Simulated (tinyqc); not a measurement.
## Sneak paths and read margin

Worst-case read of an N x N array without selectors, ideal wires, unselected lines floating and all unselected cells in the low state with resistance K Ron: the sneak path is Rsn = K Ron [2/(N - 1) + 1/(N - 1)^2], in parallel with the selected cell Rc. A sense resistor Ron to ground gives Vout = Vr Ron/(Ron + Rc Rsn/(Rc + Rsn)); margin = [Vout(Rc = Ron) - Vout(Rc = ra Ron)]/Vr.

Values chosen for this exercise: resistance of the low state Ron = 10 kohm; ratio Roff/Ron ra = 30; factor by which unselected cells are more resistive K = 1; read voltage Vr = 0.1 V.

Result of one run:

| Rsn (kohm) | Vout, low state (mV) | Vout, high state (mV) | margin (%) |
|---|---|---|---|
| 12.50 | 64.29 | 45.45 | 18.83 |

Which array size N gave this result: 2, 3, 4, 32 or 256?

N = 3.

The whole series:

| N | Rsn (kohm) | Vout, low state (mV) | Vout, high state (mV) | margin (%) |
|---|---|---|---|---|
| 2 | 30.00 | 57.14 | 26.83 | 30.31 |
| 3 | 12.50 | 64.29 | 45.45 | 18.83 |
| 4 | 7.778 | 69.57 | 56.88 | 12.69 |
| 8 | 3.061 | 81.01 | 76.74 | 4.268 |
| 16 | 1.378 | 89.20 | 87.94 | 1.259 |
| 32 | 0.6556 | 94.20 | 93.86 | 0.3440 |
| 64 | 0.3200 | 96.99 | 96.90 | 0.09004 |
| 128 | 0.1581 | 98.47 | 98.44 | 0.02305 |
| 256 | 0.07859 | 99.23 | 99.22 | 0.005830 |

The margin falls from 30.3 to 0.00583 %; a lone cell has 46.8 %. It first drops below 10 % at N = 8 among the rows, where Rsn = 0.31 Ron. Between the last two rows it goes as N^(-1.98).

Numbers from tinyqc (`OMP_NUM_THREADS=1 python tinyqc.py 2880026 2880027 out.jsonl`; about 0.02 s on one thread of a shared Intel Xeon 2.30GHz).
